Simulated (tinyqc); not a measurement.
## MOS inversion layer, Poisson-Schroedinger loop: mixing schemes compared

Electrons confined at an insulator interface at z = 0, treated as a hard wall; parabolic valleys, Hartree approximation, no image or exchange terms. The depletion charge lies far deeper than the electrons and gives a uniform field q Nd/(eps0 eps_r); the gate balances all charge. Energies are counted from the band edge at the interface.

V0 = q Nd z/(eps0 eps_r) in eV.

Tridiagonal Hamiltonian with psi = 0 one step beyond both ends: H_ii = C (1/m_(i-1/2) + 1/m_(i+1/2))/hz^2 + V0_i + U_i (+ dE for the set B), H_(i,i+1) = -C/(m_(i+1/2) hz^2), C = hbar^2/(2 m0). The lowest 2 level(s) of each valley set are kept, normalised to hz sum |psi|^2 = 1. The mass is the same on all intervals.

Level k holds N_k = D_k Vt ln(1 + exp((EF - E_k)/Vt)) with D = 2 md1 m0 q/(pi hbar^2) for the set A, D = 4 md2 m0 q/(pi hbar^2) for the set B per eV (spin included); EF is fixed by sum N_k = Ns.

n_i = sum_k N_k |psi_k|^2 (converted to cm^-3). Hartree part by Gauss: on the interval before node i the electrons still beyond are S_i = Ns - hz sum_(j<i) n_j, and U_i = U_(i-1) + q S_i hz/(eps0 eps_r) in eV, U_0 = 0 at the interface. Mixing: U(new) = U + a (U(out) - U).

Rounds from U = 0 until the largest |U(out) - U| is below 1e-7 eV (the round that meets it is counted). Anderson mixing of depth m keeps the last m inputs V and residuals F = V(out) - V(in), fits c by least squares to F = dF c over their successive differences dF, dV, and sets V(new) = V + a F - (dV + a dF) c.

Values chosen for this exercise; masses and permittivity close to those of silicon (100):
- T = 200 K (temperature)
- eps_r = 11.6 (relative permittivity)
- mz1 = 0.922 m0 (mass along z of valley set A (2 valley(s)))
- md1 = 0.191 m0 (in-plane density-of-states mass of set A)
- mz2 = 0.19 m0 (mass along z of valley set B (4 valley(s)))
- md2 = 0.414 m0 (in-plane density-of-states mass of set B)
- Ns = 6.2e11 cm^-2 (sheet density of electrons)
- Nd = 1.4e11 cm^-2 (sheet density of depletion charge)
- dE = 0.02 eV (extra shift of set B (strain))
- hz = 2.1 nm (mesh step)

Constants: q = 1.602176634e-19 C, kB = 1.380649e-23 J/K, hbar = 1.054571817e-34 J s, m0 = 9.1093837015e-31 kg, Vt = kB T/q, eps0 = 8.8541878128e-14 F/cm where lengths are in cm, hbar^2/(2 m0) = 0.0380998212 eV nm^2. Results are converted to the units shown.

```
node,z (nm)
1,2.1
2,4.2
3,6.3
4,8.4
5,10.5
6,12.6
7,14.7
8,16.8
9,18.9
10,21
11,23.1
12,25.2
13,27.3
14,29.4
```

Rounds needed:
```
a,depth m,rounds
1,plain,26
0.8,plain,12
0.6,plain,15
0.4,plain,25
0.2,plain,56
0.1,plain,118
0.5,2,12
0.5,4,9
0.5,8,8
```

What does the comparison show?

Among the plain runs a = 0.8 is fastest, with 12 rounds; larger factors overshoot and smaller ones creep. Anderson mixing needs 8 to 12 rounds.

tinyqc, about 1 s, one thread, Intel Xeon 2.30GHz (shared host): `OMP_NUM_THREADS=1 python tinyqc.py 2160077 2160078 out.jsonl`
